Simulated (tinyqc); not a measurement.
Growing the supercell: Koster-Slater impurity in a tight-binding band, by Green functions and by supercells. Computed by tinyqc, a small Python program. Command: `OMP_NUM_THREADS=1 python tinyqc.py 3005685 3005686 out.jsonl kosterslater sweep`. One thread of a shared host (Intel(R) Xeon(R) Processor @ 2.30GHz), about 0.03 s of CPU time with the checks.

One orbital per site, e(k) = -2 t sum cos(k_i) over 2 direction(s), band from -4 t to 4 t, lattice constant 1. One site has the extra energy U. Spin is left out.

Inputs (values chosen for the exercise, for a model band): hopping t = 1 eV; impurity potential U = -4.96 eV.

Lattice: square.

Method:
- Outside the band G0(E) = (2/(pi E)) K(m), m = 16 t^2/E^2, K the complete elliptic integral with parameter m.
- A bound state solves 1/U = G0(E).
- Bisection in ln(distance from the edge) between 1e-5 t and |U| + t. Weight on the impurity site: -1/(U^2 dG0/dE), by a central difference with step min(1e-4 t, distance/30). Decay length along an axis: 1/arccosh(1 + distance/(2 t)).
- In a periodic cell of N sites along each direction with Bloch vector K, the level solves 1/U = N^-d sum_k 1/(E - e(k)), k_i = (2 pi m_i + K_i)/N, m_i = 0..N-1; the outermost root on the side of U is taken (bisection). d is the number of directions. Gamma means K_i = 0, the zone corner K_i = pi, the quarter point K_i = pi/2.
- The error is measured against the isolated level E_b.

One run for each value; columns: (1) supercell edge N (sites); (2) error at Gamma (eV); (3) width between Gamma and the corner (eV); (4) level at Gamma (eV); (5) level at the quarter point (eV):
```
(1)          (2)         (3)      (4)      (5)
2    -6.9019e-01  1.5238e+00  -6.4838  -5.7512
3    -1.7598e-01  3.5295e-01  -5.9696  -5.7908
4    -4.4623e-02  8.7059e-02  -5.8382  -5.7934
5    -1.1303e-02  2.2061e-02  -5.8049  -5.7936
6    -2.9016e-03  5.7025e-03  -5.7965  -5.7936
8    -2.0014e-04  3.9762e-04  -5.7938  -5.7936
10   -1.4411e-05  2.8758e-05  -5.7936  -5.7936
```

What does the table show?

Over the rows, error at Gamma (eV) rises from -0.690 to -1.44e-5 (exponent d ln y / d ln x -3.4 between the first rows and -12 between the last); width between Gamma and the corner (eV) falls from 1.52 to 2.88e-5 (exponent d ln y / d ln x -3.6 between the first rows and -12 between the last); level at Gamma (eV) rises from -6.48 to -5.79.

Extremes, crossings and ranges named in words are read from the listed rows.
